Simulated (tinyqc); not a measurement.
Kissinger analysis: growth of a silicide layer between metal and silicon: linear-parabolic kinetics, ramp anneals and Kissinger analysis. Computed by tinyqc, a small Python program. Command: `OMP_NUM_THREADS=1 python tinyqc.py 3006789 3006790 out.jsonl silicide walk`. One thread of a shared host (Intel(R) Xeon(R) Processor @ 2.30GHz), about 0.2 s of CPU time with the checks.

One compound layer of thickness x grows by diffusion through itself and reaction at an interface, dx/dt = 1/(2x/K + 1/v), until the metal is used up at x = a h.

Inputs (values chosen for the exercise, modelled on CoSi2):
```
quantity                                 value    unit
metal thickness h                           73      nm
silicide formed per metal thickness a     3.52       -
prefactor of the parabolic constant K  2.7e+13  nm^2/s
activation energy E of K                  2.23      eV
prefactor of the interface velocity v  3.2e+14    nm/s
activation energy E_v                     2.45      eV
```

Constants: k_B = 8.617333262e-05 eV/K.

Method:
- The silicide ends at the thickness a h.
- K = K0 exp(-E/(k_B T)), v = v0 exp(-E_v/(k_B T)).
- Temperatures in kelvin are T(C) + 273.15.
- Ramp from x = 0 at 100 C at the rate beta: dx/dT = (1/beta)/(2x/K + 1/v), integrated adaptively (tolerance 1e-9) until x = a h at T_f.
- Plot ln(beta/T_f^2) against 1/(k_B T_f), T_f in kelvin; minus the least-squares slope estimates the activation energy.

final thickness = 256.96 nm

Ramps:
```
beta (C/s)  T_f (C)  1/(k_B T_f) (1/eV)  ln(beta/T_f^2)
0.03         690.95              12.037         -17.249
0.1          732.97              11.534         -16.130
0.3          774.52              11.077         -15.113
1            824.02              10.577         -14.001
3            873.29              10.122         -12.990
10           932.41               9.626         -11.887
30           991.69               9.175         -10.884
```

Kissinger energy = 2.2240 eV

What follows from these numbers?

A thousandfold faster ramp raises the completion temperature by only 301 C. The fit gives 2.224 eV, against E = 2.23 eV for diffusion and E_v = 2.45 eV for the interface: diffusion controls. Caution: nucleation and competing phases are left out; disilicides such as CoSi2 and the low-resistance form of TiSi2 start by nucleation and follow this law at best in part.

Extremes, crossings and ranges named in words are read from the listed rows.
